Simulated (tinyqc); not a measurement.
What each change does: short-period [001] superlattice in sp3s* tight binding.

Planes alternate anion, cation along [001], a/4 apart; at zero in-plane momentum s, pz, s* form one block. All levels of A are shifted so that its Ev (lower root of [[Epa, Vxx], [Vxx, Epc]]) is 0, and those of B so that its Ev is -dEv. A monolayer is an anion plane and the cation plane above it; an anion between unlike cations takes the mean of the two anion levels; each bond takes the couplings of its cation. Block from an anion to the cation above: U with Vss/2 (s,s), Vsapc/2 (s,z), -Vscpa/2 (z,s), Vxx/2 (z,z), Vxapc/2 (s*,z), -Vpaxc/2 (z,s*); to the cation below: the same with the s-z and s*-z signs reversed. The cell of n + m monolayers is closed with the phase exp(2 pi i q). No spin-orbit coupling. In this block 2 (n + m) levels are filled.

For the two lowest empty levels at q = 0: energy, share of the cation weight on A, and Gamma character, the share of the cation amplitudes with Fourier index |j|/(n + m) < 1/4 along the stack (near 1: Gamma-like, near 0: folded from X).

Parameters, chosen for this exercise (A near a published set for GaAs, B for AlAs; not measured data):
```
symbol  value                                                                                         unit  meaning
pA      (-8.327, 1.04, -2.66, 3.673, 8.578, 6.754, -6.439, 1.959, 5.091, 4.473, 5.781, 4.849, 4.796)  eV    order Esa, Epa, Esc, Epc, Exa, Exc, Vss, Vxx, Vxy, Vsapc, Vscpa, Vxapc, Vpaxc
pB      (-7.525, 0.982, -1.16, 3.576, 7.482, 6.73, -6.657, 1.881, 4.302, 5.111, 5.504, 4.512, 5.001)  eV    the same for B
dEv     0.43                                                                                          eV    valence offset: Ev(B) lies this far below Ev(A)
n2      6                                                                                                   monolayers of A
m2      6                                                                                                   monolayers of B
```

A cell with n = n2 and m = m2.

Results for these values:
```
case  E1 (eV)  A share 1  Gamma 1  E2 (eV)  A share 2  Gamma 2
base   1.8168       0.87     0.95   1.8798       0.05     0.05
```

What happens to each result for dEv = 0.53 eV, all else kept?

Answer: E1 falls from 1.8168 to 1.7759; A share 1 falls from 0.87 to 0.15; Gamma 1 falls from 0.95 to 0.13; E2 falls from 1.8798 to 1.8089; A share 2 rises from 0.05 to 0.79; Gamma 2 rises from 0.05 to 0.90.

The same for each parameter in turn:
```
case           E1 (eV)  A share 1  Gamma 1  E2 (eV)  A share 2  Gamma 2
base            1.8168       0.87     0.95   1.8798       0.05     0.05
n2 = 8          1.7472       0.93     0.99   1.8778       0.03     0.01
m2 = 8          1.8261       0.88     0.95   1.8687       0.04     0.04
dEv = 0.53 eV   1.7759       0.15     0.13   1.8089       0.79     0.90
```

Program tinyqc; command `OMP_NUM_THREADS=1 python tinyqc.py 1482281 1482282 out.jsonl`; about 0.3 s on one thread of a shared Intel(R) Xeon(R) Processor @ 2.30GHz.
